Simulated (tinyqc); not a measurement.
Phase shift across the band: Koster-Slater impurity in a tight-binding band, by Green functions and by supercells. Computed by tinyqc, a small Python program. Command: `OMP_NUM_THREADS=1 python tinyqc.py 3022362 3022363 out.jsonl kosterslater walk`. One thread of a shared host (Intel(R) Xeon(R) Processor @ 2.30GHz), about 0.03 s of CPU time with the checks.

One orbital per site, e(k) = -2 t sum cos(k_i) over 1 direction(s), band from -2 t to 2 t, lattice constant 1. One site has the extra energy U. Spin is left out.

Inputs (values chosen for the exercise, for a model band): hopping t = 0.81 eV; impurity potential U = -0.448 eV; broadening eta = 0.12 eV.

Lattice: chain.

Method:
- Outside the band G0(E) = sign(E)/sqrt(E^2 - 4 t^2).
- A bound state solves 1/U = G0(E).
- Bisection in ln(distance from the edge) between 1e-5 t and |U| + t. Weight on the impurity site: -1/(U^2 dG0/dE), by a central difference with step min(1e-4 t, distance/30). Decay length along an axis: 1/arccosh(1 + distance/(2 t)).
- Inside the band G0(z), z = E + i eta, comes from the chain form 1/(sqrt(y - 2t) sqrt(y + 2t)) (principal roots) at y = z.
- delta/pi = -arg(1 - U G0)/pi counts the states added below E (Friedel); host DOS = -Im G0/pi, DOS on the impurity = -Im[G0/(1 - U G0)]/pi; 13 evenly spaced energies from -(band edge + |U| + 2t) to +(band edge + |U| + 2t).

distance from the band edge = 0.0608046 eV

level E_b = -1.68080 eV

Across the spectrum:
```
E (eV),Re G0 (1/eV),host DOS (1/eV),DOS on the impurity (1/eV),delta/pi
-3.6880,-0.3013,0.00387,0.00517,0.00200
-3.0733,-0.3816,0.00656,0.00955,0.00355
-2.4587,-0.5359,0.01467,0.02538,0.00864
-1.8440,-1.0288,0.08825,0.28835,0.07208
-1.2293,-0.1182,0.29243,0.27425,0.13050
-0.6147,-0.0216,0.21135,0.19768,0.09288
0.0000,0.0000,0.19595,0.18210,0.08566
0.6147,0.0216,0.21135,0.19076,0.09120
1.2293,0.1182,0.29243,0.22880,0.11861
1.8440,1.0288,0.08825,0.04105,0.02700
2.4587,0.5359,0.01467,0.00953,0.00530
3.0733,0.3816,0.00656,0.00479,0.00251
3.6880,0.3013,0.00387,0.00300,0.00153
```

delta/pi starts and ends near zero (+0.002 and +0.002): the impurity moves states but creates none. The level lies only 0.5 eta outside the band, so the broadening smears its step. delta/pi rises at the bound state below the band (-1.681 eV), reaches 0.13 among these rows (1 in the limit of small eta, just above the level) and is paid back by the top of the band (on a chain half a state is lost at each edge, and in between delta = atan(|U|/sqrt(4 t^2 - E^2))).

Extremes, crossings and ranges named in words are read from the listed rows.
